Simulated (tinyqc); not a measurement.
Electromigration in a confined line: Blech product, Korhonen stress evolution and Black's law: one step, computed by the program tinyqc. Command: `OMP_NUM_THREADS=1 python tinyqc.py 3013674 3013675 out.jsonl emigr walk`. One thread of a shared host (Intel(R) Xeon(R) Processor @ 2.30GHz), about 0.01 s of CPU time with the checks.

The electron wind pushes atoms from the cathode (x = 0) to the anode (x = L); blocking ends build a back stress (tension positive). The input rho is taken not to change with temperature. d sigma/dt = d/dx [kappa (d sigma/dx + G)], with zero flux at both ends and sigma = sigma_0 at t = 0.

Question. Time to nucleate a void. sigma(x, t) = sigma_0 + G L [1/2 - x/L - 4 sum_(m odd) cos(m pi x/L) exp(-m^2 pi^2 s)/(m pi)^2], s = t/tau, summed to m = 399. Solve sigma(0, t) = sigma_c for s; the semi-infinite estimate is t = (pi/kappa) ((sigma_c - sigma_0)/(2 G))^2.

Inputs (values chosen for the exercise, close to those used for aluminium lines): critical stress sigma_c = 380 MPa; initial stress sigma_0 = 180 MPa; line length L = 140 um; test temperature T = 200 C.

Start: thermal stress.

stress gradient G = 25.21201 MPa/um

tau = 20.62170 h

kappa = 2.640153e-13 m^2/s

Give: nucleation time; semi-infinite estimate.

Answer.

nucleation time = 0.05200 h

semi-infinite estimate = 0.05200 h

The two agree: the void nucleates before the far end is felt, so the time scales as 1/j^2 and not with L.
